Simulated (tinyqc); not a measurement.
# Which input was changed?

Model: a particle near a wafer in liquid: double-layer and van der Waals forces (DLVO), deposition barrier and removal. Computed by tinyqc, a small Python program. Command: `OMP_NUM_THREADS=1 python tinyqc.py 3112606 3112607 out.jsonl dlvo which`. One thread of a shared host (Intel(R) Xeon(R) Processor @ 2.30GHz), about 0.02 s of CPU time with the checks.

Sphere and flat wall, Derjaguin approximation, constant potentials in the linear-superposition form, no retardation and no hydration force.

Inputs (values chosen for the exercise, of the order of those for silicon nitride on silicon in water):
```
quantity                             value   unit
particle radius R                       23     nm
Hamaker constant A                 3.2e-20      J
potential of the particle psi_1         52     mV
potential of the wafer psi_2           -46     mV
salt concentration c                 0.036  mol/L
valence z of the symmetric salt          2      -
temperature T                          343      K
dielectric constant of the liquid     63.7      -
contact distance h0                    0.3     nm
contact radius over R                0.045      -
viscosity                             0.93  mPa s
```

Constants: e = 1.602176634e-19 C; N_A = 6.02214076e+23 1/mol; eps_0 = 8.8541878128e-12 F/m; k_B = 1.380649e-23 J/K; k_B = 8.617333262e-05 eV/K.

Method. kappa^2 = 2 z^2 e^2 N_A (1000 c)/(eps eps_0 k_B T); gamma_i = tanh(z e psi_i/(4 k_B T)); Z = 64 pi eps eps_0 (k_B T/(z e))^2 gamma_1 gamma_2. Adhesion F_a = A R/(6 h0^2) [1 + a^2/(R h0)] - kappa Z R exp(-kappa h0), a the contact radius. Drag in a shear flow F_d = 1.7 x 6 pi mu R^2 G, acting at 1.4 R; rolling starts when 1.4 R F_d = a F_a. Wall shear stress = mu G.

Task: One of these inputs alone was changed, within the range given: particle radius R (11.5 to 46); Hamaker constant A (1.6e-20 to 6.4e-20); potential of the particle psi_1 (26 to 104); salt concentration c (0.018 to 0.072). Which one, and to what value?

Results:
```
run     wall shear stress for rolling (Pa)  net adhesion F_a (pN)
before                            3421.359               1804.346
after                             2628.296               1386.103
```

Result:

Each candidate set to reproduce wall shear stress for rolling, and what it then gives:
```
candidate                                 range searched  value needed  net adhesion F_a (pN)
particle radius R (nm)                        11.5 to 46         31.19                 2549.1
Hamaker constant A (J)                1.6e-20 to 6.4e-20     2.350e-20                 1386.1
potential of the particle psi_1 (mV)           26 to 104  out of reach                      -
salt concentration c (mol/L)              0.018 to 0.072  out of reach                      -
```

Only Hamaker constant A fits every result: it went from 3.2e-20 to 2.35e-20 J. The next best candidate, particle radius R, misses one result by 84 %.
